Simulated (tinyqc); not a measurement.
# Ion implantation: universal nuclear stopping, Lindhard-Scharff electronic stopping and a Gaussian range profile, step by step

A worked calculation. Computed by tinyqc, a small Python program that keeps every step. Command: `OMP_NUM_THREADS=1 python tinyqc.py 3030525 3030526 out.jsonl implant walk`. One thread of a shared host (Intel(R) Xeon(R) Processor @ 2.30GHz), about 0.06 s of CPU time with the checks. Intermediate numbers are printed to about 6 digits and carried at full precision; extremes and crossings named in words are read from the listed rows.

An ion slows by elastic collisions with screened nuclei and by friction with electrons; channelling is ignored and the target is uniform.

Inputs (values chosen for the exercise, modelled on arsenic ions in diamond):
```
quantity,value,unit
ion atomic number Z1,33,-
ion mass M1,75,u
target atomic number Z2,6,-
target mass M2,12.01,u
target density N,176.3,1/nm^3
ion energy E,44,keV
scale factor of electronic stopping k,1.4,-
dose Q,3.8e+14,1/cm^2
background C_B,3.6e+15,1/cm^3
displacement energy E_d,40,eV
anneal budget D t,1.9e-12,cm^2
```

Follow-up: anneal.

## Stopping at the entry energy

Reduced energy eps = 32.53 M2 E/(Z1 Z2 (M1 + M2)(Z1^0.23 + Z2^0.23)), E in keV; s_n = ln(1 + 1.1383 eps)/(2 (eps + 0.01321 eps^0.21226 + 0.19593 eps^0.5)) for eps up to 30 and ln(eps)/(2 eps) above; S_n = 8.462 Z1 Z2 M1 s_n/((M1 + M2)(Z1^0.23 + Z2^0.23)) in 1e-15 eV cm^2. S_e = k 3.83 Z1^(7/6) Z2/(Z1^(2/3) + Z2^(2/3))^(3/2) sqrt(E/M1) in 1e-15 eV cm^2, E in keV. dE/dx = N (S_n + S_e); 1e-15 eV cm^2 = 0.1 eV nm^2.

reduced energy eps = 0.266444

s_n = 0.350801

S_n = 135.286 x 1e-15 eV cm^2

S_e = 29.0693 x 1e-15 eV cm^2

energy loss dE/dx = 2897.58 eV/nm

Nuclear stopping carries 82 % of the loss at entry.

## Range and straggle

Path length R = int_0^E dE'/(N (S_n + S_e)); energy lost to nuclei nu = int_0^E S_n/(S_n + S_e) dE' (both with E' = E y^3 and 64 Gauss-Legendre points in y). Estimates of Lindhard type: R_p = R/(1 + M2/(3 M1)), straggle dR_p = (2/3) R_p sqrt(M1 M2)/(M1 + M2).

path length R = 20.3102 nm

projected range R_p = 19.2810 nm

straggle dR_p = 4.43376 nm

energy lost to nuclei nu = 38.0544 keV

86 % of the energy goes to nuclei over the whole path.

## Gaussian profile

C(x) = C_p exp(-(x - R_p)^2/(2 dR_p^2)) with C_p = Q/(sqrt(2 pi) dR_p), 1 nm = 1e-7 cm; the profile falls to the background at x_j = R_p + dR_p sqrt(2 ln(C_p/C_B)); the peak atomic fraction is C_p/N.

peak concentration C_p = 3.41918e+20 1/cm^3

Depth x_j where C falls to C_B = 40.5089 nm

peak atomic fraction = 0.00193941

## Damage

Kinchin-Pease count with efficiency 0.8: N_d = 0.8 nu/(2 E_d), taking all of nu as damage energy (an upper estimate, as recoils also lose energy to electrons). Spread over a depth R_p + dR_p, displacements per atom = Q N_d/(N (R_p + dR_p)).

displacements per ion N_d = 380.544

displacements per atom = 0.345873

One displacement per atom would need a dose of 1.1e15 per cm^2 if no defects annealed. Caution: above a few tenths of a displacement per atom cascades overlap, so the count overstates new damage; heavy ions turn silicon and germanium amorphous at such levels, while light ions such as boron and metal targets anneal much of the damage.

## Anneal

Far from the surface a Gaussian stays Gaussian: sigma^2 = dR_p^2 + 2 D t; peak Q/(sqrt(2 pi) sigma); x_j = R_p + sigma sqrt(2 ln(peak/C_B)).

width sigma = 19.9915 nm

peak after the anneal = 7.58314e+19 1/cm^3

x_j after the anneal = 108.486 nm

x_j moves by 68.0 nm. Caution: the width is no longer small against R_p, so the surface reflects or loses dopant and the free Gaussian is only a guide.

## Nuclear against electronic stopping over energy

The formulas are those given above.

Stopping (1e-15 eV cm^2) and range:
```
E (keV),eps,S_n,S_e,R (nm),nu/E
1,6.05555e-03,51.399,4.3824,2.200,0.922189
2,1.21111e-02,67.957,6.1976,3.068,0.920542
5,3.02777e-02,92.469,9.7993,4.973,0.914220
10,6.05555e-02,110.753,13.8582,7.452,0.905181
20,1.21111e-01,125.942,19.5985,11.616,0.890859
50,3.02777e-01,135.686,30.9880,22.366,0.859316
100,6.05555e-01,131.317,43.8236,38.862,0.819955
200,1.21111e+00,115.992,61.9759,70.905,0.759152
500,3.02777e+00,84.987,97.9926,165.432,0.632837
```

Nuclear stopping peaks near 50 keV among these rows (eps = 0.30; the universal curve peaks near 0.3). Electronic stopping overtakes it between 200 and 500 keV. The path length grows as E^0.48 at the low end and E^0.92 at the high end; constant stopping would give E^1, and stopping that rises with E, be it nuclear (below its peak) or electronic, gives a lower exponent.

Checks made by the program: range against adaptive quadrature (relative difference 5e-06).
